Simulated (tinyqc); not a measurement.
Stress in a transistor channel from embedded alloy regions, liners and fins, by half-space elasticity: one step, computed by the program tinyqc.

Plane strain in an isotropic half-space, the same constants everywhere; x along the channel from its centre, y downwards from the free surface; stress is positive in tension.

Problem. A stressed liner, as two edge forces. The liner over source and drain ends at the gate, x = -/+ L/2, and pulls there with the force per width F = (liner stress) t along the surface. A tangential line force gives s_xx = (2 F/pi) X^3/(X^2 + y^2)^2 at the distance X; two of them add at the centre, X = L/2. For L > 3.5 y the concentrated force is an upper bound.

Inputs (values chosen for the exercise, modelled on silicon): channel length L = 38 nm; depth of the field point y = 5.1 nm; liner stress = 1.4 GPa; liner thickness t = 25 nm.

Give: edge force F; s_xx from the liner.

Solution.

edge force F = 35 N/m

s_xx from the liner = 2040.8 MPa

Caution: the real force is spread over several liner thicknesses, so for a channel this short the concentrated force clearly overstates the stress.
